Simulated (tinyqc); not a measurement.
Worked calculation: Pariser-Parr-Pople SCF with singles CI, for the molecule Oc1cccc2occc12 (SMILES; centres numbered as the heavy atoms are written). One step of it, computed by the program tinyqc.

Task: Singles CI, triplets. Over the 6 single excitations with the smallest orbital gaps: A = (e_a - e_i) delta - (ij|ab), with (pq|rs) = sum c_mp c_mq gamma_mn c_nr c_ns.

orbital energies (eV): [-15.681426, -14.100459, -12.095246, -11.129839, -9.793120, -8.812516, -1.111092, -0.335889, 0.729282, 2.698825]

coefficients, order 1O, 2C, 3C, 4C, 5C, 6C, 7O, 8C, 9C, 10C:
```
[[0.106651, 0.700722, 0.508558, -0.244702, 0.148261, 0.328334, -0.146969, 0.125947, -0.027116, 0.105461],
 [0.148839, 0.502380, -0.046552, 0.109552, -0.145101, -0.421287, 0.423038, -0.386045, 0.096156, -0.418948],
 [0.076984, 0.270301, -0.312472, -0.110139, -0.524708, -0.267995, 0.002327, 0.540282, 0.205766, 0.360351],
 [0.081384, 0.142476, -0.461067, -0.278771, -0.322073, 0.279538, -0.432194, -0.203353, -0.402457, -0.332856],
 [0.160931, 0.062423, -0.452813, -0.249914, 0.216254, 0.433180, 0.364126, -0.305406, 0.358215, 0.337814],
 [0.396492, 0.007981, -0.273305, -0.055661, 0.525604, -0.045630, 0.123142, 0.557193, -0.113056, -0.384949],
 [0.752787, -0.301559, 0.272285, -0.303373, -0.127820, -0.216368, -0.206831, -0.198918, 0.160858, 0.069453],
 [0.330187, -0.105346, 0.155137, 0.308832, -0.366888, 0.387479, 0.495785, 0.108777, -0.458781, 0.087019],
 [0.190665, 0.053112, -0.034472, 0.598287, -0.130583, 0.348710, -0.310422, 0.059708, 0.544982, -0.257114],
 [0.242390, 0.233289, -0.223273, 0.476824, 0.294776, -0.237634, -0.282747, -0.207718, -0.333538, 0.481569]]
```

repulsion gamma_rs (eV), order 1O, 2C, 3C, 4C, 5C, 6C, 7O, 8C, 9C, 10C:
```
[[21.500000, 6.308094, 4.353659, 3.139480, 2.833073, 3.139148, 2.689603, 2.736710, 3.669393, 4.353327],
 [6.308094, 11.130000, 5.344886, 3.872280, 3.517481, 3.872017, 3.219720, 2.914971, 3.738553, 5.345697],
 [4.353659, 5.344886, 11.130000, 5.345294, 3.872017, 3.516757, 2.844247, 2.429641, 2.837066, 3.871896],
 [3.139480, 3.872280, 5.345294, 11.130000, 5.345697, 3.871896, 3.087438, 2.429751, 2.630663, 3.517484],
 [2.833073, 3.517481, 3.872017, 5.345697, 11.130000, 5.344886, 4.184996, 2.914656, 2.948253, 3.872280],
 [3.139148, 3.872017, 3.516757, 3.871896, 5.344886, 11.130000, 6.309110, 4.046033, 4.045281, 5.345294],
 [2.689603, 3.219720, 2.844247, 3.087438, 4.184996, 6.309110, 21.500000, 6.307385, 4.573278, 4.574286],
 [2.736710, 2.914971, 2.429641, 2.429751, 2.914656, 4.046033, 6.307385, 11.130000, 5.345096, 4.046006],
 [3.669393, 3.738553, 2.837066, 2.630663, 2.948253, 4.045281, 4.573278, 5.345096, 11.130000, 5.344776],
 [4.353327, 5.345697, 3.871896, 3.517484, 3.872280, 5.345294, 4.574286, 4.046006, 5.344776, 11.130000]]
```

Give: triplet CI matrix; triplet excitation energies.

Result:

triplet CI matrix (eV), order 6>7, 6>8, 5>7, 5>8, 6>9, 4>7:
```
[[2.9213, 0.2071, 0.2169, 0.3239, -0.0328, -0.0749],
 [0.2071, 3.8477, 0.3239, -0.4433, 0.0818, -0.2768],
 [0.2169, 0.3239, 4.1470, -0.1849, -0.4977, 0.0336],
 [0.3239, -0.4433, -0.1849, 4.0841, -0.0551, -0.0789],
 [-0.0328, 0.0818, -0.4977, -0.0551, 4.8918, 1.1368],
 [-0.0749, -0.2768, 0.0336, -0.0789, 1.1368, 5.2007]]
```

triplet excitation energies (eV): [2.7209, 3.2858, 3.8644, 4.3088, 4.6522, 6.2604]
